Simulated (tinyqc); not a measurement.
Thermal stress, cracking, delamination and buckling of a thin film; Griffith cracks and misfitting inclusions: one step, computed by the program tinyqc.

Isotropic linear elasticity; the substrate is much thicker than the film; stress is positive in tension.

Problem. Buckling of a debonded strip. A strip of half width w clamped at both edges buckles at sigma_c = (pi^2/12) Ebar (h/w)^2. Above it: height = h sqrt((4/3)(|s|/sigma_c - 1)), driving force at the edges G = G0 (1 - sigma_c/|s|)(1 + 3 sigma_c/|s|); below it both are 0. The smallest strip that buckles has w0 = pi h sqrt(Ebar/(12 |s|)).

Inputs (values chosen for the exercise, modelled on a silicon dioxide film on silicon):

| quantity | value | unit |
|---|---|---|
| deposition temperature T_d | 950 | K |
| final temperature T | 300 | K |
| film thickness h | 1.3 | micrometre |
| half width of a debonded strip w | 8.5 | micrometre |

Ebar = 70.95047 GPa

film stress = -61.84418 MPa

G0 = 0.03503933 J/m^2

Give: buckling stress sigma_c; blister height; driving force at the edges; smallest buckling half width w0.

Solution.

buckling stress sigma_c = 1365 MPa

blister height = 0 micrometre

driving force at the edges = 0 J/m^2

smallest buckling half width w0 = 39.93 micrometre

The strip stays flat, and a flat strip in compression frees no energy at its edges.
